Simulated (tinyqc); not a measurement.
Leakage currents through a thin dielectric: one step, computed by the program tinyqc. Command: `OMP_NUM_THREADS=1 python tinyqc.py 3003386 3003387 out.jsonl leak walk`. One thread of a shared host (Intel(R) Xeon(R) Processor @ 2.30GHz), about 0.01 s of CPU time with the checks.

Electrons leave an electrode with Fermi energy E_F above its band bottom; barriers are counted from the Fermi level, and both electrodes are alike.

Question. Fields. Field F = V/t; equivalent oxide thickness 3.9 t/k.

Inputs (values chosen for the exercise, modelled on a low-k dielectric): static permittivity k = 2.81; thickness t = 2.4 nm; voltage V = 0.44 V.

Stack: single layer.

Give: field F; equivalent oxide thickness.

Answer.

field F = 1.833 MV/cm

equivalent oxide thickness = 3.331 nm
